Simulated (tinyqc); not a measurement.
Defect, radiative and Auger recombination at equal electron and hole densities (ABC model), step by step. Values are carried at full precision from step to step, so a last printed digit may differ when a step is redone from the rounded ones.

J/(e d) = Ae n + B n^2 + C n^3 with Ae = A + 4 S/w (four side walls, carriers spread evenly), e = 1.602176634e-19 C, lengths in cm; internal efficiency IQE = B n^2/(Ae n + B n^2 + C n^3); all injected carriers recombine in the layer.

Values chosen for the exercise (orders of magnitude like those quoted for Si; the results hold for these values, not for the real material):
```
symbol  value    unit        meaning
A       11000    1/s         defect rate
B       5.4e-15  cm^3/s      radiative coefficient
C       1.8e-30  cm^6/s      Auger coefficient
S       0        cm/s        recombination velocity of the side walls
w       3400     micrometre  side of the square mesa
d       140000   nm          active thickness
J       7.9      A/cm^2      current density
ex      0.7                  extraction efficiency
Eph     1.1      eV          photon energy
```

## The efficiency peak

IQE peaks at n_p = sqrt(Ae/C); with Q = B/sqrt(Ae C), IQE_max = Q/(Q + 2).

Ae = 1.100e+04 1/s
n_p = 7.817e+16 1/cm^3
Q = 0.03838
IQE_max = 0.0188
J at the peak = 3.93 A/cm^2

The side walls are taken as passivated.

## Carrier density at the given current

G = J/(e d). Newton steps from the smallest of G/Ae, sqrt(G/B) and (G/C)^(1/3); stop when the relative step is below 1e-9.

G = 3.522e+21 1/(cm^3 s)

Newton steps:
```
step  n (1/cm^3)   rate/G  relative step
1     1.2508e+17  1.41462          -0.12
2     1.0999e+17  1.04221         -0.017
3     1.0808e+17  1.00062       -0.00027
4     1.0805e+17  1.00000       -6.2e-08
5     1.0805e+17  1.00000       -3.2e-15
```

n = 1.080e+17 1/cm^3

The start is an upper bound and the function is convex, so the steps fall monotonically; 5 are needed.

## Shares, lifetimes and light

Shares of the three paths; lifetime n/G = 1/(Ae + B n + C n^2); differential lifetime 1/(Ae + 2 B n + 3 C n^2) and bandwidth 1/(2 pi tau_d); optical power density ex IQE J Eph/e.

shares: defect 0.3375, radiative 0.0179, Auger 0.6446

lifetime = 3.07e+04 ns
differential lifetime = 1.33e+04 ns
bandwidth = 0.0120 MHz
optical power density = 0.109 W/cm^2

The Auger path is the largest; the device runs above its efficiency peak, where the defect and Auger shares are equal.

## Checks

- Density from Newton steps against bisection (1/cm^3): both 1.0805e+17.

Computed by tinyqc, a small Python program: `OMP_NUM_THREADS=1 python tinyqc.py 1682788 1682789 out.jsonl` (the numbers bound the seed that draws the inputs); one thread of a shared host (Intel(R) Xeon(R) Processor @ 2.30GHz), about 0.01 s for the whole set of steps.
